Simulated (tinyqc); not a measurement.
Keating valence-force model of a tetrahedral crystal: one step, computed by the program tinyqc.

Atom A sits at 0 and atom B at a/4 (1,1,1) of an fcc lattice; the four bonds from A are t = a/4 (1,1,1), a/4 (1,-1,-1), a/4 (-1,1,-1), a/4 (-1,-1,1), of length d = sqrt(3) a/4. Energy: E = (3 alpha/(8 d^2)) sum over bonds (r.r - d^2)^2 + (3 beta/(8 d^2)) sum over pairs of bonds at one atom (r_i.r_j + d^2/3)^2, with beta_A for the six pairs at A and beta_B for the six at B. The cell holds two atoms, Omega = a^3/4. 1 N/m = 1 J/m^2. With constants fitted to the elastic moduli this model puts optical and zone-boundary frequencies of real crystals too high, by up to about 20 % in elemental crystals and up to about 50 % in compounds, and mostly by more for TA modes; in compounds the lattice part of the static dielectric constant then comes out too low.

Problem. Frequencies at the zone boundary. With displacements u exp(i q.r), each bracket changes by g.u, where g = (g_A, g_B): bond t, g = (-2 t, 2 t exp(i q.t)); pair (i, j) at A, g = (-(t_i + t_j), t_i exp(i q.t_j) + t_j exp(i q.t_i)); pair at B, g = (-t_i exp(-i q.t_j) - t_j exp(-i q.t_i), t_i + t_j). Then D_mn = sum over the 4 bonds and 12 pairs of (4 k/a^2) conj(g_m) g_n / sqrt(M_m M_n), with k = alpha or beta converted to eV/angstrom^2. Only the short-range forces enter; the Coulomb field of the charges is left out. An eigenvalue lambda of D in eV/(angstrom^2 u) gives nu = 15.6333042 THz x sqrt(lambda).

Inputs (values chosen for the exercise, modelled on gallium phosphide):
```
quantity,value,unit
mass M_A,69.72,u
mass M_B,30.97,u
bond stretching alpha,49.1,N/m
bond bending beta_A,9.58,N/m
bond bending beta_B,11.3,N/m
```

Structure: zinc blende.

Constants: nu for 1 eV/(angstrom^2 u) = 15.6333042 THz; 1 eV/angstrom^2 = 16.02176634 J/m^2.

Give: Frequencies (THz) at points given in 2 pi/a.

Solution.

Frequencies (THz) at points given in 2 pi/a:
```
point,nu 1,nu 2,nu 3,nu 4,nu 5,nu 6
"X (1, 0, 0)",4.937,4.937,7.874,11.67,12.04,12.04
"L (0.5, 0.5, 0.5)",3.530,3.530,7.595,11.55,12.53,12.53
"W (1, 0.5, 0)",5.314,5.643,7.219,10.83,12.14,12.65
"K (0.75, 0.75, 0)",4.578,5.880,7.341,10.97,12.18,12.58
```

At X the two longitudinal modes are split (7.87 and 11.67 THz) because each moves one sublattice alone.
